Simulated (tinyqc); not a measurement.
Capacitance measurement on a leaky thin oxide: effects of series resistance and leakage: effect of the series resistance.

The device is a capacitance C in parallel with a leakage conductance G, in series with Rs and Ls. An impedance meter reports either a parallel pair (Cp, Gp) from Y = 1/Z = Gp + i w Cp or a series pair (Cs, Rm) from Z = Rm + 1/(i w Cs); w = 2 pi f, dissipation D = Gp/(w |Cp|).

EOT = 3.9 tox/eox; CET = EOT + zc + zp; C = 3.9 eps0 A/CET; G = Jg A/Vs. Z = Rs + i w Ls + 1/(G + i w C); CET read from Cp = 3.9 eps0 A/Cp; errors under 0.001 % are printed as 0.

Inputs (values chosen for the exercise); values of the order met in thin-oxide MOS capacitors:
- eox = 22.3 (relative permittivity of the gate insulator (close to hafnium oxide))
- tox = 3.6 nm (insulator thickness)
- A = 400 um^2 (gate area)
- zc = 0.29 nm (oxide-equivalent thickness added by the accumulation layer)
- zp = 0 nm (oxide-equivalent thickness added by gate depletion)
- Jg = 0.06 A/cm^2 (gate leakage current density, not matched to the thickness)
- Vs = 0.16 V (voltage for an e-fold rise of the leakage)
- Ls = 190 nH (series inductance)
- f = 2e5 Hz (measuring frequency)

Constants: eps0 = 8.8541878128e-14 F/cm where lengths are in cm. Results are converted to the units shown.

The same in every row: C (pF) = 15.02; Cs (pF) = 15.12.

Effect of the series resistance:

| Rs (ohm) | Cp (pF) | D | error of Cp (%) | error of Cs (%) | CET read from Cp (nm) |
|---|---|---|---|---|---|
| 1 | 15.02 | 0.07949 | 0 | 0.632 | 0.9196 |
| 3 | 15.02 | 0.07953 | 0 | 0.632 | 0.9196 |
| 10 | 15.02 | 0.07966 | -2.56e-3 | 0.632 | 0.9196 |
| 30 | 15.02 | 0.08004 | -8.58e-3 | 0.632 | 0.9197 |
| 100 | 15.02 | 0.08137 | -0.0299 | 0.632 | 0.9199 |
| 300 | 15.01 | 0.08517 | -0.0927 | 0.632 | 0.9204 |
| 1000 | 14.97 | 0.09846 | -0.334 | 0.632 | 0.9227 |
| 3000 | 14.84 | 0.1365 | -1.21 | 0.632 | 0.9308 |

What does the comparison show?

As Rs goes from 1 to 3000, the error of Cp goes from 0 to -1.21 %, that of Cs from 0.632 to 0.632 %, and D rises from 0.0795 to 0.136. The CET read from Cp goes from 0.920 to 0.931 nm against the true 0.920 nm. Rs does not enter the imaginary part of Z, so Cs does not depend on it.

tinyqc, about 0.01 s, one thread, Intel Xeon 2.30GHz (shared host): `OMP_NUM_THREADS=1 python tinyqc.py 2022144 2022145 out.jsonl`
